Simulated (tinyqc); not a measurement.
# MESFET, gradual channel with velocity saturation: effect of the channel thickness on saturation

A uniformly doped n-type channel, depleted from the top by a Schottky gate; at channel potential V the depleted share of a is u = sqrt((Vbi - Vg + V)/Vp), s at the source. Electrons drift with v = mu E/(1 + mu E/vsat). Abrupt depletion edge, no series resistance, source at 0.

Vbi = phiB - Vt ln(Nc/Nd); Vp = q Nd a^2/(2 eps0 eps_r); G0 = q mu Nd a W/L; Z = mu Vp/(vsat L); s = sqrt((Vbi - Vg)/Vp). I = (G0 Vp/3) F/(1 + Z (u^2 - s^2)), F = 3 (u^2 - s^2) - 2 (u^3 - s^3), with u at V = Vd; Z = 0 gives constant mobility, for which u stops at 1. The current peaks at u = um, the root of (1 - u)(1 + Z (u^2 - s^2)) = Z F/3; beyond Vdsat = Vp (um^2 - s^2) it is held at that value. gm = G0 (um - s)/(1 + Z (um^2 - s^2)).

Parameters, values chosen for the exercise; material values close to those of gallium arsenide:
- T = 350 K (temperature)
- eps_r = 12.8 (relative permittivity of the semiconductor)
- Nc = 5.62e17 cm^-3 (conduction-band density of states at T)
- Nd = 2.7e17 cm^-3 (donor density of the channel)
- mu = 3700 cm^2/(V s) (low-field mobility at this doping)
- vsat = 1e7 cm/s (saturation velocity)
- L = 1 um (gate length)
- W = 50 um (gate width)
- phiB = 0.97 V (Schottky barrier)
- Vg = -0.5 V (gate voltage)

Constants: q = 1.602176634e-19 C, kB = 1.380649e-23 J/K, Vt = kB T/q, eps0 = 8.8541878128e-14 F/cm where lengths are in cm. Results are converted to the units shown.

Results:

| a (nm) | Z | um | Vdsat (V) | Isat (mA) | Isat for Z = 0 (mA) | gm (mS) |
|---|---|---|---|---|---|---|
| 91 | 5.847 | 0.9928 | 0.1098 | 0.1417 | 0.2052 | 1.846 |
| 130 | 11.93 | 0.8163 | 0.7015 | 5.164 | 28.50 | 4.234 |
| 160 | 18.08 | 0.7085 | 1.004 | 10.09 | 90.42 | 4.455 |
| 200 | 28.25 | 0.6043 | 1.340 | 17.12 | 242.8 | 4.535 |
| 240 | 40.67 | 0.5292 | 1.631 | 24.44 | 493.0 | 4.541 |

Estimate the missing row, a = 110 nm.

Computed row:

| a (nm) | Z | um | Vdsat (V) | Isat (mA) | Isat for Z = 0 (mA) | gm (mS) |
|---|---|---|---|---|---|---|
| 110 | 8.544 | 0.9066 | 0.4501 | 2.222 | 7.587 | 3.790 |

With this row back in the table: As a goes from 91 to 240 nm, Vdsat rises from 0.110 to 1.63 V, Isat rises from 0.142 to 24.4 mA and gm rises from 1.85 to 4.54 mS. Isat is 0.690 of the constant-mobility value in the first row and 0.0496 in the last. At a = 91 nm the open channel at the source, (1 - s) a, is under two Debye lengths, so the abrupt edge is rough. In every row Nd is not small against Nc, so the Boltzmann form of Vbi is rough.

Program tinyqc, `OMP_NUM_THREADS=1 python tinyqc.py 2500112 2500113 out.jsonl`; Intel Xeon 2.30GHz, shared host, one thread, about 0.07 s.
